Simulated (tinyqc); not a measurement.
Reflectance across the plasma edge: free-carrier optics of a doped semiconductor (Drude model with one polar phonon).

eps(E) = ei [1 - Ep^2/(E^2 + i E Gam)] + (es - ei) wT^2/(wT^2 - E^2 - i E gT), with Ep^2 = 8 pi c (e^2/(4 pi eps0)) N/(m ei), c = hbar^2/2m0, N in 1/angstrom^3 (1e-24 per 1/cm^3); Gam = hbar/tau, tau = mu m m0/e with m0/e = 5.685630e-12 kg/C and mu in m^2/(V s). Energies in meV.

n + i k = sqrt(eps1 + i eps2) with k >= 0; R = ((n - 1)^2 + k^2)/((n + 1)^2 + k^2) at normal incidence from vacuum; alpha = 2 E k/(hbar c), times 1e8 for 1/cm; loss function Im(-1/eps) = eps2/(eps1^2 + eps2^2).

Constants: hbar^2/2m0 = 3.80998211 eV angstrom^2; e^2/(4 pi eps0) = 14.39964547 eV angstrom; hbar = 6.58211957e-16 eV s; hbar c = 1973.269805 eV angstrom.

Parameters, chosen for this exercise (mass and dielectric values near those of InSb; N and mu are free inputs; interband absorption and the rise of the mass with filling are left out; not measured data):
```
symbol  value    unit        meaning
N       1.8e+17  1/cm^3      carrier density
m       0.013    m0          conductivity mass
mu      9800     cm^2/(V s)  mobility
ei      15.92                high-frequency dielectric constant
wT      22.6     meV         TO phonon
es      17.24                static dielectric constant
gT      0.4      meV         phonon damping
```

Spectrum:
```
E (meV)     eps1    eps2      R  alpha (1/cm)
3.5      -184.07  522.74  0.907      6.82e+03
10.4      -82.50   87.48  0.866      1.06e+04
17.3      -30.89   26.37  0.808      1.05e+04
24.2      -21.51   11.87  0.824      1.18e+04
29.4       -6.15    6.29  0.619      8.15e+03
34.6        0.02    3.94  0.274      4.91e+03
38.1        2.76    2.98  0.156      3.12e+03
43.3        5.67    2.05  0.185      1.86e+03
51.9        8.73    1.21  0.247      1.07e+03
69.3       11.85    0.51  0.303           524
103.9      14.10    0.15  0.336           216
173.1      15.26    0.03  0.351          75.0
```

Ep = 34.6 meV and Gam = 9.1 meV. R is 0.907 at the lowest energy and lowest, 0.156, at 38.1 meV of those listed; without damping and phonon it would vanish at Ep sqrt(ei/(ei - 1)) = 35.8 meV. At the highest energy R is 0.351, against 0.359 for ei alone. Between the last two rows alpha goes as E^-2.07, where the Drude limit far above Ep and Gam is E^-2. Inside the metallic range the phonon cuts a dip in R near L-, below wT = 22.6 meV, which the rows may miss.

(tinyqc, `OMP_NUM_THREADS=1 python tinyqc.py 1682125 1682126 out.jsonl`, Intel(R) Xeon(R) Processor @ 2.30GHz, 1 thread, shared host, about 0.01 s.)
